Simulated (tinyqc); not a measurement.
Bound state in one dimension: Numerov shooting, finite differences, DVR, step by step. Computed by tinyqc, a small Python program that keeps every step. Settings: points = 48. Command: `OMP_NUM_THREADS=1 python tinyqc.py 28253 28254 out.jsonl` (the two numbers bound the seeds that draw the settings). One thread of a shared host (Intel(R) Xeon(R) Processor @ 2.60GHz), about 0.01 s of CPU time with the checks.

## Numerov steps at E = 0.1

One particle of mass 1 in V = 1.41^2 x^2/2 + 0 x^4 (atomic units), psi = 0 at both ends:
```
parameter                 value
left end              -4.500000
right end              4.500000
intervals                    48
h                      0.187500
state sought (nodes)          3
```

k_i = 2 m (E - V_i); (1 + h^2 k_(i+1)/12) y_(i+1) = 2 (1 - 5 h^2 k_i/12) y_i - (1 + h^2 k_(i-1)/12) y_(i-1), from y_0 = 0, y_1 = 0.001.

Points along the way:
```
i           x          V           k           y
0   -4.500000  20.129513  -40.059025    0.000000
1   -4.312500  18.487000  -36.774000    0.001000
2   -4.125000  16.914382  -33.628764    0.003414
3   -3.937500  15.411658  -30.623316    0.010215
4   -3.750000  13.978828  -27.757656    0.028864
5   -3.562500  12.615892  -25.031785    0.077592
16  -1.500000   2.236613   -4.273225  171.888026
17  -1.312500   1.712406   -3.224813  261.514298
18  -1.125000   1.258095   -2.316189  380.582063
19  -0.937500   0.873677   -1.547354  530.349946
20  -0.750000   0.559153   -0.918306  708.649017
21  -0.562500   0.314524   -0.429047  909.560738
```

## Bisection on the node count

With more sign changes than the state has nodes (the last point included) the energy is too high, else too low; the bracket starts as 0.1 to 12.

Trials:
```
trial           E  sign changes  y at the right end   next
1      6.05000000             4            3.96e+02  lower
2      3.07500000             2            1.63e+05  raise
3      4.56250000             3           -6.77e+03  raise
4      5.30625000             4            1.73e+03  lower
5      4.93437500             4            2.45e+00  lower
6      4.74843750             3           -2.60e+03  raise
7      4.84140625             3           -1.12e+03  raise
8      4.88789062             3           -5.14e+02  raise
9      4.91113281             3           -2.45e+02  raise
10     4.92275391             3           -1.19e+02  raise
11     4.92856445             3           -5.75e+01  raise
12     4.93146973             3           -2.74e+01  raise
13     4.93292236             3           -1.24e+01  raise
14     4.93364868             3           -4.98e+00  raise
...           ...           ...                 ...    ...
29     4.93413506             4            1.52e-05  lower
30     4.93413505             3           -9.81e-05  raise
31     4.93413505             3           -4.14e-05  raise
```

eigenvalue = 4.93413505 hartree

## The same grid by other methods

Three-point finite differences and the sine-DVR kinetic matrix of Colbert and Miller on the same points.

Lowest levels (hartree):
```
state  finite differences       DVR
0                0.702809  0.705000
1                2.104017  2.115000
2                3.496363  3.525000
3                4.879761  4.935000
4                6.254121  6.345001
5                7.619358  7.755009
```
